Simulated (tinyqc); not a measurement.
Worked calculation: MP2 on RHF in the sto-3g basis, for H6, spin multiplicity 1. One step of it, computed by the program tinyqc.

Question. Second-order Moller-Plesset energy. E2 = sum_ijab (ia|jb) [2 (ia|jb) - (ib|ja)] / (e_i + e_j - e_a - e_b) over occupied i, j and virtual a, b; the opposite-spin part is (ia|jb)^2 / denominator, the rest is same-spin, and SCS-MP2 scales them by 6/5 and 1/3.

orbital energies (hartree): MO1 -0.701247, MO2 -0.601587, MO3 -0.471574, MO4 0.457648, MO5 0.785457, MO6 1.203134

Two-electron integrals over orbitals (pq|rs), unique and non-zero (hartree):
```
(11|11) 0.426685    (21|11) -0.000220   (21|21) 0.130690    (22|11) 0.338686
(22|21) 0.000294    (22|22) 0.403875    (31|11) 0.083733    (31|21) 0.000196
(31|22) -0.058700   (31|31) 0.133631    (32|11) 0.000275    (32|21) -0.129478
(32|22) -0.000370   (32|31) -0.000089   (32|32) 0.147839    (33|11) 0.402990
(33|21) -0.000112   (33|22) 0.357394    (33|31) 0.048245    (33|32) 0.000168
(33|33) 0.404641    (41|11) -0.000137   (41|21) 0.034617    (41|22) 0.000038
(41|31) -0.000019   (41|32) 0.001865    (41|33) -0.000005   (41|41) 0.079289
(42|11) 0.054533    (42|21) 0.000026    (42|22) -0.003550   (42|31) 0.048469
(42|32) 0.000041    (42|33) 0.016721    (42|41) -0.000017   (42|42) 0.068244
(43|11) -0.000055   (43|21) 0.059210    (43|22) 0.000125    (43|31) 0.000136
(43|32) -0.058972   (43|33) -0.000031   (43|41) 0.014949    (43|42) 0.000045
(43|43) 0.071638    (44|11) 0.399308    (44|21) -0.000056   (44|22) 0.356303
(44|31) 0.042269    (44|32) 0.000095    (44|33) 0.390473    (44|41) -0.000032
(44|42) 0.025776    (44|43) -4.50e-06   (44|44) 0.405388    (51|11) 0.008528
(51|21) -0.000037   (51|22) 0.026022    (51|31) -0.021977   (51|32) -4.86e-06
(51|33) -0.008611   (51|41) -0.000095   (51|42) 0.038787    (51|43) 0.000010
(51|44) 0.002248    (51|51) 0.046971    (52|11) -0.000006   (52|21) 0.020202
(52|22) 0.000067    (52|31) -3.49e-08   (52|32) 0.004354    (52|33) 0.000016
(52|41) 0.054960    (52|42) 0.000139    (52|43) -0.037098   (52|44) 0.000016
(52|51) 0.000045    (52|52) 0.086364    (53|11) -0.064465   (53|21) -0.000031
(53|22) -0.003320   (53|31) -0.053767   (53|32) -0.000025   (53|33) -0.032968
(53|41) 0.000036    (53|42) -0.064627   (53|43) -0.000071   (53|44) -0.027472
(53|51) -0.032997   (53|52) -0.000096   (53|53) 0.069901    (54|11) -0.000288
(54|21) 0.129887    (54|22) 0.000356    (54|31) 0.000082    (54|32) -0.141150
(54|33) -0.000172   (54|41) 0.008056    (54|42) -0.000035   (54|43) 0.060586
(54|44) -0.000109   (54|51) 2.31e-06    (54|52) -0.001285   (54|53) 0.000026
(54|54) 0.152691    (55|11) 0.354322    (55|21) 0.000181    (55|22) 0.406681
(55|31) -0.046679   (55|32) -0.000239   (55|33) 0.369445    (55|41) 0.000020
(55|42) 0.002350    (55|43) 0.000082    (55|44) 0.378949    (55|51) 0.026547
(55|52) 0.000062    (55|53) -0.007095   (55|54) 0.000247    (55|55) 0.432389
(61|11) 0.000013    (61|21) -0.002025   (61|22) -0.000039   (61|31) 0.000061
(61|32) -0.012514   (61|33) -3.03e-06   (61|41) -0.028667   (61|42) -0.000047
(61|43) -0.049360   (61|44) 2.10e-06    (61|51) -0.000055   (61|52) 0.029495
(61|53) 0.000059    (61|54) 0.009208    (61|55) -0.000045   (61|61) 0.064759
(62|11) 0.015652    (62|21) -0.000019   (62|22) 0.032345    (62|31) -0.019177
(62|32) -0.000010   (62|33) 0.004317    (62|41) -0.000062   (62|42) 0.035189
(62|43) -1.18e-06   (62|44) 0.002515    (62|51) 0.042531    (62|52) 0.000082
(62|53) -0.037028   (62|54) 0.000009    (62|55) 0.031557    (62|61) -0.000043
(62|62) 0.044732    (63|11) 0.000143    (63|21) -0.039584   (63|22) -0.000041
(63|31) -2.17e-06   (63|32) 0.008126    (63|33) 0.000027    (63|41) -0.076003
(63|42) 0.000008    (63|43) -0.018482   (63|44) 0.000021    (63|51) 0.000091
(63|52) -0.054611   (63|53) -0.000034   (63|54) -0.008129   (63|55) -0.000021
(63|61) 0.029033    (63|62) 0.000069    (63|63) 0.082332    (64|11) -0.085333
(64|21) -0.000133   (64|22) 0.050012    (64|31) -0.126623   (64|32) 0.000025
(64|33) -0.049631   (64|41) 0.000027    (64|42) -0.050277   (64|43) -0.000110
(64|44) -0.047828   (64|51) 0.018423    (64|52) 1.02e-07    (64|53) 0.053920
(64|54) -0.000026   (64|55) 0.049721    (64|61) -0.000054   (64|62) 0.017987
(64|63) -0.000011   (64|64) 0.136066    (65|11) -0.000215   (65|21) 0.132255
(65|22) 0.000304    (65|31) 0.000201    (65|32) -0.132532   (65|33) -0.000107
(65|41) 0.035923    (65|42) 0.000028    (65|43) 0.062372    (65|44) -0.000050
(65|51) -0.000039   (65|52) 0.021305    (65|53) -0.000035   (65|54) 0.139358
(65|55) 0.000203    (65|61) -0.003415   (65|62) -0.000021   (65|63) -0.044368
(65|64) -0.000152   (65|65) 0.148331    (66|11) 0.457423    (66|21) -0.000175
(66|22) 0.361378    (66|31) 0.092905    (66|32) 0.000241    (66|33) 0.434569
(66|41) -0.000134   (66|42) 0.061760    (66|43) -0.000031   (66|44) 0.438791
(66|51) 0.009868    (66|52) 0.000006    (66|53) -0.074372   (66|54) -0.000263
(66|55) 0.389274    (66|61) 0.000014    (66|62) 0.018601    (66|63) 0.000146
(66|64) -0.101765   (66|65) -0.000185   (66|66) 0.519263
```

Hartree-Fock energy = -3.29963808 hartree

Give: Terms; Pair energies; MP2 correlation energy; SCS-MP2 correlation energy; MP2 total energy.

Answer.

Terms (the 40 largest of 81):
```
i  j  a  b  (ia|jb)  (ib|ja)  denominator       term
3  3  4  4    0.072    0.072       -1.858  -2.76e-03
3  1  6  4   -0.076   -0.049       -2.834  -2.75e-03
1  3  4  6   -0.076   -0.049       -2.834  -2.75e-03
1  1  4  4    0.079    0.079       -2.318  -2.71e-03
2  2  5  5    0.086    0.086       -2.774  -2.69e-03
2  3  4  5   -0.065   -0.037       -2.316  -2.57e-03
3  2  5  4   -0.065   -0.037       -2.316  -2.57e-03
2  2  4  4    0.068    0.068       -2.118  -2.20e-03
3  3  6  6    0.082    0.082       -3.349  -2.02e-03
3  3  5  5    0.070    0.070       -2.514  -1.94e-03
1  2  4  5    0.055    0.039       -2.546  -1.54e-03
2  1  5  4    0.055    0.039       -2.546  -1.54e-03
3  2  6  5   -0.055   -0.037       -3.062  -1.29e-03
2  3  5  6   -0.055   -0.037       -3.062  -1.29e-03
1  1  6  6    0.065    0.065       -3.809  -1.10e-03
1  1  5  5    0.047    0.047       -2.973  -7.42e-04
1  2  5  6    0.043    0.029       -3.291  -7.18e-04
2  1  6  5    0.043    0.029       -3.291  -7.18e-04
2  2  6  6    0.045    0.045       -3.609  -5.54e-04
2  2  6  4    0.035    0.035       -2.864  -4.32e-04
2  2  4  6    0.035    0.035       -2.864  -4.32e-04
1  3  5  5   -0.033   -0.033       -2.744  -3.97e-04
3  1  5  5   -0.033   -0.033       -2.744  -3.97e-04
3  1  4  6   -0.049   -0.076       -2.834  -3.96e-04
1  3  6  4   -0.049   -0.076       -2.834  -3.96e-04
1  2  5  4    0.039    0.055       -2.546  -3.45e-04
2  1  4  5    0.039    0.055       -2.546  -3.45e-04
1  1  6  4   -0.029   -0.029       -3.063  -2.68e-04
1  1  4  6   -0.029   -0.029       -3.063  -2.68e-04
3  1  6  6    0.029    0.029       -3.579  -2.36e-04
1  3  6  6    0.029    0.029       -3.579  -2.36e-04
2  3  6  5   -0.037   -0.055       -3.062  -2.35e-04
3  2  5  6   -0.037   -0.055       -3.062  -2.35e-04
2  3  5  4   -0.037   -0.065       -2.316  -1.53e-04
3  2  4  5   -0.037   -0.065       -2.316  -1.53e-04
2  1  5  6    0.029    0.043       -3.291  -1.47e-04
1  2  6  5    0.029    0.043       -3.291  -1.47e-04
3  3  6  4   -0.018   -0.018       -2.604  -1.31e-04
3  3  4  6   -0.018   -0.018       -2.604  -1.31e-04
3  1  4  4    0.015    0.015       -2.088  -1.07e-04
```

Pair energies (hartree; pair i-j sums ij and ji):
```
pair  opposite spin  same spin
1-1          -0.005          0
2-1          -0.005  -3.09e-04
2-2          -0.006          0
3-1          -0.007  -5.01e-04
3-2          -0.008  -8.56e-04
3-3          -0.007          0
```

MP2 correlation energy = -0.04015 hartree

SCS-MP2 correlation energy = -0.04674 hartree

MP2 total energy = -3.33979 hartree
